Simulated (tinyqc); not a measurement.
Ellipsoidal valleys in the axes of a wafer and a channel, step by step. Values are carried at full precision from step to step, so a last printed digit may differ when a step is redone from the rounded ones.

Valleys with axes a along x, y and z, two valleys each; inverse mass tensor w = 1/mt + (1/ml - 1/mt) a a. Device axes: z = nz/|nz|, x = nx/|nx|, y = z cross x; in them a = (ax, ay, az). Confinement mass mz = 1/w_zz. In the plane w_ij is replaced by u_ij = w_ij - w_iz w_jz/w_zz (i, j = x, y); density-of-states mass md = 1/sqrt(det u); conductivity mass along x mc = 1/u_xx; ballistic transport mass mx = u_yy/det u, width mass my = 1/u_yy.

Constants: hbar^2/2m0 = 3.80998211 eV angstrom^2; kB = 8.617333262e-05 eV/K.

Inputs chosen for the exercise (near those of the Delta valleys of Si; not measured data):
- ml = 0.94 m0 (longitudinal mass)
- mt = 0.197 m0 (transverse mass)
- nz = (1, 0, 0) (surface normal (confinement))
- nx = (0, 1, 1) (channel direction)
- t = 3.7 nm (thickness of the film)
- T = 300 K (temperature)

## Device axes and valley axes

Give the rows x, y, z in cubic components and each valley axis in device components.

device axes:
```
    [100]    [010]   [001]
x  0.0000   0.7071  0.7071
y  0.0000  -0.7071  0.7071
z  1.0000   0.0000  0.0000
```

valley axes:
```
       ax       ay      az
x  0.0000   0.0000  1.0000
y  0.7071  -0.7071  0.0000
z  0.7071   0.7071  0.0000
```

## Tensors of the valley x

Form w and the reduced tensor u.

w (1/m0):
```
        x       y       z
x  5.0761  0.0000  0.0000
y  0.0000  5.0761  0.0000
z  0.0000  0.0000  1.0638
```

u (1/m0):
```
        x       y
x  5.0761  0.0000
y  0.0000  5.0761
```

w_xz = w_yz = 0: the normal is a principal axis and u is the upper block of w.

## Masses of all valleys

Give mz, md, mc, mx and my.

Masses (m0):
```
valley      mz      md      mc      mx      my
x       0.9400  0.1970  0.1970  0.1970  0.1970
y       0.1970  0.4303  0.3257  0.5685  0.3257
z       0.1970  0.4303  0.3257  0.5685  0.3257
```

mz md^2 = ml mt^2 = 0.03648 for every valley, so a heavy confinement mass comes with a small density of states. The heaviest mz is 0.940, for x.

## Subbands and shares in a film

Hard walls: E_n = c (n pi/t)^2/mz, c = hbar^2/2m0, n = 1, 2, 3. Non-degenerate share of a valley proportional to md sum_n exp(-E_n/kT); mean 1/mc = sum of share/mc. 1 nm = 10 angstrom.

Give the ladders, the shares and the mean conductivity mass.

Subbands:
```
valley  E1 (meV)  E2 (meV)  E3 (meV)  share
x           29.2     116.9     263.0  0.944
y          139.4     557.7    1254.9  0.028
z          139.4     557.7    1254.9  0.028
```

mean mc = 0.2015 m0

The lowest ladder (x) holds 94 % of the electrons in these valleys, the next starts 110 meV higher.

## Checks

- mz md^2 against ml mt^2: they agree to 1e-10 or better.
- mx my against md^2: they agree to 1e-10 or better.

Computed by tinyqc, a small Python program: `OMP_NUM_THREADS=1 python tinyqc.py 1880897 1880898 out.jsonl` (the numbers bound the seed that draws the inputs); one thread of a shared host (Intel(R) Xeon(R) Processor @ 2.30GHz), about 0.01 s for the whole set of steps.
